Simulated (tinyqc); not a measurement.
Shockley-Read-Hall recombination through one deep level: sweeps and comparisons. A value that a table varies takes the place of the one given here.

One level at Et with degeneracy 1: tn = 1/(sn vth Nt), tp = 1/(sp_ vth Nt), n1 = Nc exp((Et - Eg)/kT), p1 = Nv exp(-Et/kT), ni^2 = n1 p1. Equilibrium p0 = Nm, n0 = ni^2/Nm; n = n0 + dn, p = p0 + dn. U = (n p - ni^2)/(tp (n + n1) + tn (p + p1)), lifetime dn/U; emission rates en = sn vth n1, ep = sp_ vth p1.

Constants: kB = 8.617333262e-05 eV/K.

Inputs chosen for the exercise (gap and densities of states near those of Si at this temperature; shifted at random, so the results belong to these values and not to a real crystal): E1 = 0.812 eV (level (+1/0) above Ev); E2 = 0.726 eV (level (0/-1) above Ev); gm = 2 (degeneracy of the middle state, the others 1); T = 350 K; Eg = 1.112 eV (gap); Nc = 3.47e+19 1/cm^3 (conduction-band density of states); Nv = 1.42e+19 1/cm^3 (valence-band density of states); Nd = -5.2e+14 1/cm^3 (ionised shallow donors minus acceptors); Et = 0.812 eV (recombination level above Ev); Nt = 2.5e+13 1/cm^3 (defects); sn = 1.3e-16 cm^2 (electron capture cross-section); sp_ = 1.2e-14 cm^2 (hole capture cross-section); vth = 18000000 cm/s (thermal velocity, both carriers); Nm = 6e+14 1/cm^3 (equilibrium holes for the lifetime steps); dn = 5.7e+16 1/cm^3 (excess pairs).

## Charge state against the Fermi level (deep level with several charge states)

Energies from Ev. The defect has charge states +1, 0, -1 with weights 1, gm exp((EF - E1)/kT), exp((2 EF - E1 - E2)/kT); the shares are the weights over their sum. Boltzmann carriers: n = Nc exp((EF - Eg)/kT), p = Nv exp(-EF/kT). Neutrality: p - n + Nd + Nt <q> = 0.

Shares:

| EF (eV) | +1 | 0 | -1 | <q> |
|---|---|---|---|---|
| 0.067 | 1.000 | 0.000 | 0.000 | 1.000 |
| 0.156 | 1.000 | 0.000 | 0.000 | 1.000 |
| 0.245 | 1.000 | 0.000 | 0.000 | 1.000 |
| 0.334 | 1.000 | 0.000 | 0.000 | 1.000 |
| 0.423 | 1.000 | 0.000 | 0.000 | 1.000 |
| 0.512 | 1.000 | 0.000 | 0.000 | 1.000 |
| 0.600 | 0.998 | 0.002 | 0.000 | 0.998 |
| 0.689 | 0.963 | 0.033 | 0.005 | 0.958 |
| 0.778 | 0.289 | 0.187 | 0.524 | -0.236 |
| 0.867 | 0.001 | 0.018 | 0.980 | -0.979 |
| 0.956 | 0.000 | 0.001 | 0.999 | -0.999 |
| 1.045 | 0.000 | 0.000 | 1.000 | -1.000 |

E2 lies below E1 (negative U = -0.086 eV), so the charge goes from +1 to -1 near (E1 + E2)/2 = 0.769 eV, two electrons at once; the middle state never exceeds a share of 0.194.

## Defects against doping (deep level with several charge states)

Nt takes the listed multiples of |Nd|; the resistivity uses mobilities of 1000 (electrons) and 300 (holes) cm^2/(V s), chosen for the exercise, and e = 1.602176634e-19 C.

Neutral state:

| Nt/\|Nd\| | EF (eV) | n (1/cm^3) | p (1/cm^3) | rho (ohm cm) |
|---|---|---|---|---|
| 0.01 | 0.3084 | 9.31e+07 | 5.15e+14 | 40.4 |
| 0.10 | 0.3113 | 1.02e+08 | 4.68e+14 | 44.5 |
| 0.30 | 0.3188 | 1.32e+08 | 3.64e+14 | 57.2 |
| 0.60 | 0.3357 | 2.30e+08 | 2.08e+14 | 100 |
| 0.90 | 0.3775 | 9.22e+08 | 5.20e+13 | 400 |
| 1.10 | 0.6889 | 2.80e+13 | 1.71e+09 | 223 |
| 1.50 | 0.7270 | 9.93e+13 | 4.82e+08 | 62.8 |
| 3.00 | 0.7498 | 2.11e+14 | 2.27e+08 | 29.5 |
| 10.00 | 0.7629 | 3.26e+14 | 1.47e+08 | 19.2 |

EF goes from 0.308 to 0.763 eV and the resistivity from 40.4 to 19.2 ohm cm, with a largest value of 400. The largest move of EF, +0.311 eV, comes between Nt/|Nd| = 0.9 and 1.1; the levels lie at 0.812 and 0.726 eV. A defect can take up to one carrier of either sign, so the doping can be cancelled no earlier than Nt = |Nd|, there only if EF lies well beyond the level that takes the carriers and otherwise at larger Nt (mean charge +0.16 in the last row). The type changes along the table.

## Lifetime against injection

Recombination:

| dn (1/cm^3) | lifetime (microsecond) | U (1/(cm^3 s)) |
|---|---|---|
| 1.0e+11 | 17.61 | 5.68e+15 |
| 1.0e+12 | 17.61 | 5.68e+16 |
| 1.0e+13 | 17.60 | 5.68e+17 |
| 1.0e+14 | 17.56 | 5.69e+18 |
| 1.0e+15 | 17.40 | 5.75e+19 |
| 1.0e+16 | 17.30 | 5.78e+20 |
| 1.0e+17 | 17.28 | 5.79e+21 |
| 1.0e+18 | 17.28 | 5.79e+22 |

The lifetime hardly moves, from 17.61 to 17.28 microsecond; tn + tp = 17.28. At low injection it is tn (1 + p1/p0) + tp n1/p0 with n1/Nm = 2.8 and p1/Nm = 4.8e-08: re-emission lengthens it to 1.03 times the minority capture time. Auger and radiative paths are left out; they cut in at the highest injections, and in a doped direct-gap crystal the radiative one counts at all injections. dn = dp neglects trapped charge, which matters where the traps hold a charge comparable with dn, at low injection and with very unequal cross sections.

## Where a level does most harm

Et takes the values listed; G = Nt en ep/(en + ep) in a depleted region; the lifetime is for dn = 1e11 1/cm^3.

Results:

| Et (eV) | lifetime (microsecond) | G (1/(cm^3 s)) |
|---|---|---|
| 0.067 | 4.39e+04 | 1.82e+09 |
| 0.156 | 2.31e+03 | 3.48e+10 |
| 0.245 | 137 | 6.66e+11 |
| 0.334 | 23.4 | 1.27e+13 |
| 0.423 | 17.4 | 2.43e+14 |
| 0.512 | 17.1 | 4.65e+15 |
| 0.600 | 17.1 | 5.78e+16 |
| 0.689 | 17.1 | 9.14e+15 |
| 0.778 | 17.3 | 4.81e+14 |
| 0.867 | 20.3 | 2.51e+13 |
| 0.956 | 77.8 | 1.31e+12 |
| 1.045 | 1.18e+03 | 6.88e+10 |

Generation peaks where en = ep, at Eg/2 + (kT/2) ln(sp_ Nv/(sn Nc)) = 0.611 eV; the largest value listed is at 0.600 eV, and G falls by a decade for each 0.069 eV away from the peak. The lifetime is within a factor 2 of its minimum, 17.1 microsecond, from 0.334 to 0.867 eV: recombination tolerates a wide range of Et, generation a narrow one.

## What moves lifetime and leakage

G = Nt en ep/(en + ep). Each row changes one parameter from the base and keeps the others.

Results:

| case | lifetime (microsecond) | G (1/(cm^3 s)) |
|---|---|---|
| base | 17.28 | 1.56e+14 |
| Et = 0.852 eV | 17.30 | 4.13e+13 |
| sn = 2.6e-16 cm^2 | 8.736 | 1.56e+14 |
| sp_ = 2.4e-14 cm^2 | 17.19 | 3.11e+14 |
| Nt = 1.25e+13 1/cm^3 | 34.57 | 7.79e+13 |
| Nm = 1.8e+15 1/cm^3 | 17.28 | 1.56e+14 |
| dn = 1.71e+17 1/cm^3 | 17.28 | 1.56e+14 |

The largest shifts from the base row, up to three for each result and ties (the steps differ in size, so this ranks the rows, not the parameters). lifetime (microsecond): Nt +17.3, sn -8.55, sp_ -0.0943; unchanged at the printed digits by Nm and dn. G (1/(cm^3 s)): sp_ +1.56e+14, Et -1.14e+14, Nt -7.79e+13; unchanged at the printed digits by sn, Nm and dn.

Computed by tinyqc, a small Python program: `OMP_NUM_THREADS=1 python tinyqc.py 1680743 1680744 out.jsonl` (the numbers bound the seed that draws the inputs); one thread of a shared host (Intel(R) Xeon(R) Processor @ 2.30GHz), about 0.01 s for the whole set of steps.
